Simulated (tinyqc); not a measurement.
Bond-orbital model of a tetrahedral semiconductor (Harrison's universal couplings), step by step. Values are carried at full precision from step to step, so a last printed digit may differ when a step is redone from the rounded ones.

Hybrid level eh = (es + 3 ep)/4; metallic energy V1 = (ep - es)/4 for each atom; covalent energy V2 = 3.22 hbar^2/(m d^2); polar energy V3 = (ehc - eha)/2; hbar^2/m = 2c, c = hbar^2/2m0. Polarity ap = V3/sqrt(V2^2 + V3^2), covalency ac = V2/sqrt(V2^2 + V3^2). p-p coupling at Gamma Exx = (4/3)(2.22 - 2 x 0.63) hbar^2/(m d^2) = 1.28 hbar^2/(m d^2), s-s coupling Ess = 4 x 1.32 hbar^2/(m d^2).

Constants: hbar^2/2m0 = 3.80998211 eV angstrom^2.

Values chosen for the exercise (near tabulated values for AlAs; the model gives trends, and its gaps can be far from the real ones; not measured data):
```
symbol  value   unit      meaning
esc     -10.71  eV        s level, cation
epc     -5.68   eV        p level, cation
esa     -18.76  eV        s level, anion
epa     -8.87   eV        p level, anion
d       2.45    angstrom  bond length
Z       5                 valence electrons of the anion
```

## The three energies

Form the hybrid levels, V1, V2 and V3.

hbar^2/(m d^2) = 1.2695 eV

hybrid levels (eV): cation -6.9375, anion -11.3425

V1 (eV): cation 1.2575, anion 2.4725

V2, V3 (eV): 4.0877  2.2025

## Bond and antibond

The 2 x 2 problem [[ehc, -V2], [-V2, eha]] gives (ehc + eha)/2 -/+ sqrt(V2^2 + V3^2); ap = V3/sqrt(V2^2 + V3^2), ac = V2/sqrt(V2^2 + V3^2); the bond has weight (1 + ap)/2 on the anion.

levels (eV): bond -13.7833, antibond -4.4967

ap = 0.4743
ac = 0.8803
weight on the anion = 0.7372

## Charges

With dZ = Z - 4: effective charge Z* = 4 ap - dZ (positive on the cation); transverse charge eT* = Z* + (8/3) ap ac^2.

Z* = 0.897 e
eT* = 1.878 e

Charge that flows along the bonds as they stretch adds 0.98 e to the static value.

## Metallicity and a gap from the bond picture

Neighbouring bonds couple through V1: averaged V1b = V1c (1 - ap)/2 + V1a (1 + ap)/2 for the bond band and V1x = V1c (1 + ap)/2 + V1a (1 - ap)/2 for the antibond band. The top of the bond band lies V1b above the bond level and the bottom of the antibond band 3 V1x below the antibond level, so the gap is 2 sqrt(V2^2 + V3^2) - V1b - 3 V1x; metallicity am = (V1b + 3 V1x)/(2 sqrt(V2^2 + V3^2)).

V1b, V1x (eV): 2.1532  1.5768

gap = 2.403 eV
am = 0.741

The gap closes where am reaches one. The model gives trends; its gap can miss the real one by a factor of two to five, most in ratio for narrow gaps and most in eV for first-row compounds.

## Band edges at Gamma

Ev is the lower root of [[epa, Exx], [Exx, epc]] and the s-like conduction level the upper root of [[esa, Ess], [Ess, esc]], with Exx = 1.28 u and Ess = 5.28 u, u = hbar^2/(m d^2).

Exx, Ess (eV): 1.6249  6.7028

Ev = -9.552 eV
s-like conduction level = -6.917 eV
E0 gap = 2.635 eV

Universal couplings give the trend of E0 from compound to compound, not its value; it can miss by several eV and by a factor of two or more, and spin-orbit coupling is left out.

## Checks

- Bond level from the formula against the 2 x 2 matrix: both -13.7833.

Run: tinyqc, `OMP_NUM_THREADS=1 python tinyqc.py 1480857 1480858 out.jsonl`; Intel(R) Xeon(R) Processor @ 2.30GHz, one thread, shared host; about 0.01 s of CPU time with all checks.
